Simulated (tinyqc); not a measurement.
Inversion-layer mobility, back-scattering and ballistic limit of a field-effect transistor. From effective mobility mu back to depletion charge N_dep. Computed by tinyqc, a small Python program. Command: `OMP_NUM_THREADS=1 python tinyqc.py 3022682 3022683 out.jsonl mos inv`. One thread of a shared host (Intel(R) Xeon(R) Processor @ 2.30GHz), about 0.02 s of CPU time with the checks.

The charge at the top of the source barrier is fixed by the gate; series resistance and short-channel effects are left out. F_j are Fermi integrals normalised to exp(eta) in the classical limit.

Inputs (values chosen for the exercise, modelled on a germanium p-channel): weight w of the inversion charge = 0.333; permittivity eps = 16; phonon mobility at 1 MV/cm and 300 K, mu_ph = 280 cm^2/(V s); roughness mobility at 1 MV/cm, mu_sr = 340 cm^2/(V s); Coulomb mobility at N_inv = 1e12/cm^2, mu_C = 340 cm^2/(V s); electrical oxide thickness t_inv = 5.5 nm; gate overdrive V_G - V_T = 0.4 V; temperature T = 300 K.

Statistics at the top of the barrier: Fermi-Dirac.

Constants: eps_0 = 8.8541878128e-12 F/m; e = 1.602176634e-19 C.

Method. N_inv = 3.9 eps_0 (V_G - V_T)/(e t_inv); effective field E_eff = e (N_dep + w N_inv)/(eps eps_0). mu_phonon = mu_ph (E_eff/1 MV/cm)^(-0.3) (T/300 K)^(-1.75); mu_rough = mu_sr (E_eff/1 MV/cm)^(-2); mu_Coulomb = mu_C (N_inv/1e12 cm^-2) (T/300 K); Matthiessen's rule adds 1/mu.

Problem. A run gave the result below. Find the depletion charge N_dep, known to lie between 7.7e+11 and 1.8e+12 1/cm^2.

effective mobility mu = 239.5441 cm^2/(V s)

Solution.

Each step takes the trial c = (a f_b - b f_a)/(f_b - f_a), f being the result less the target and a, b, c the logarithms of the listed values; c replaces end b, the old b replaces a if the sign of f changed, and otherwise f_a is halved.

Scan of the range:
```
depletion charge N_dep (1/cm^2)  effective mobility mu (cm^2/(V s))
7.70e+11                                                    253.498
8.87e+11                                                    249.406
1.02e+12                                                    245.052
1.18e+12                                                    240.162
1.36e+12                                                    235.027
1.56e+12                                                    229.688
1.80e+12                                                    223.689
```

False position (Illinois rule, in the logarithm of the input) inside the bracket:
```
step        end a        end b        trial  effective mobility mu (cm^2/(V s))
1     1.18000e+12  1.36000e+12  1.20032e+12                             239.564
2     1.36000e+12  1.20032e+12  1.20098e+12                             239.545
3     1.36000e+12  1.20098e+12  1.20102e+12                             239.544
4     1.20098e+12  1.20102e+12  1.20100e+12                             239.544
```

Effective mobility mu falls at every point of a 13-point scan of the range (every second point is shown), so one value fits; it is bracketed by 1.18e12 and 1.36e12. Answer: depletion charge N_dep = 1.201e12 1/cm^2.
